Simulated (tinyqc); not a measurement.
Blur against noise: chemically amplified photoresist: aerial image, acid generation, bake, development and line width. Computed by tinyqc, a small Python program. Command: `OMP_NUM_THREADS=1 python tinyqc.py 3026226 3026227 out.jsonl resist walk`. One thread of a shared host (Intel(R) Xeon(R) Processor @ 2.30GHz), about 0.02 s of CPU time with the checks.

Lines and spaces of pitch p with a two-beam-like image; x = 0 is the middle of the bright space. The resist is positive and treated as uniform in depth.

Inputs (values chosen for the exercise, for a model resist at 193 nm):
```
quantity,value,unit
pitch p,150,nm
image contrast c,0.53,-
mean dose E,10.3,mJ/cm^2
Dill parameter C,0.032,cm^2/mJ
bake time t,60,s
photon energy,6.42,eV
absorption coefficient alpha,0.63,1/um
```

Method:
- Dose E(x) = E [1 + c cos(2 pi x/p)]; acid h = 1 - exp(-C E(x)).
- Bake: the acid image is blurred by a Gaussian of variance sigma^2 = 2 D t (each Fourier term k of h, taken on 64 points, is multiplied by exp(-4 pi^2 k^2 D t/p^2)).
- For each sigma the edge is held at x = p/4; N is taken at the mean dose; edge noise = (dh/d ln E)/(sqrt(N V) |dh/dx|), both derivatives taken of the blurred acid, V = (2 sqrt(pi) sigma)^3, N = E alpha/(photon energy), 1 mJ/cm^2 = 62.41509 eV/nm^2.

Trade-off:
```
sigma/p,sigma (nm),blur factor,photons in V,edge noise (nm)
0.02,3.0,0.99214,7.5877e+01,5.2046
0.04,6.0,0.96891,6.0702e+02,1.8766
0.07,10.5,0.90781,3.2532e+03,0.8574
0.10,15.0,0.82087,9.4846e+03,0.5498
0.14,21.0,0.67917,2.6026e+04,0.3971
0.18,27.0,0.52753,5.5314e+04,0.3487
0.22,33.0,0.38467,1.0099e+05,0.3531
0.27,40.5,0.23717,1.8669e+05,0.4209
0.33,49.5,0.11653,3.4085e+05,0.6340
```

What follows from these numbers?

The noise is least near sigma/p = 0.18 among these rows. More diffusion averages over more photons (noise falls as sigma^(-3/2)) until it erases the image slope (factor exp(-2 pi^2 sigma^2/p^2)); for a pure cosine the two balance at sigma/p = sqrt(3/8)/pi = 0.195. Caution: for a film thinner than the blur the noise falls as 1/sigma only, and the optimum moves to sigma/p = 1/(2 pi) = 0.159.

Extremes, crossings and ranges named in words are read from the listed rows.
